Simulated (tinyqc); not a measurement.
Jacobi rotations on a symmetric matrix, step by step. One step of it, computed by the program tinyqc.

Question. Jacobi rotation 1. Take the largest off-diagonal element A_pq; tan 2 theta = 2 A_pq / (A_qq - A_pp) with |theta| <= pi/4; A' = J^T A J with J_pp = J_qq = cos, J_pq = sin, J_qp = -sin.

A, lower triangle:
```
           1          2         3         4         5
1   0.958000
2   0.126000   2.450000
3   0.166000   0.348000  3.317000
4  -0.406000  -0.027000  0.384000  4.076000
5  -0.026000   0.207000  0.095000  0.198000  4.587000
```

Give: p, q, theta; A'.

Answer.

p, q, theta (rad): 1.0000  4.0000  -0.1274

A', lower triangle:
```
         1        2       3       4       5
1   0.9060
2   0.1215   2.4500
3   0.2134   0.3480  3.3170
4   0.0000  -0.0428  0.3598  4.1280
5  -0.0006   0.2070  0.0950  0.1997  4.5870
```
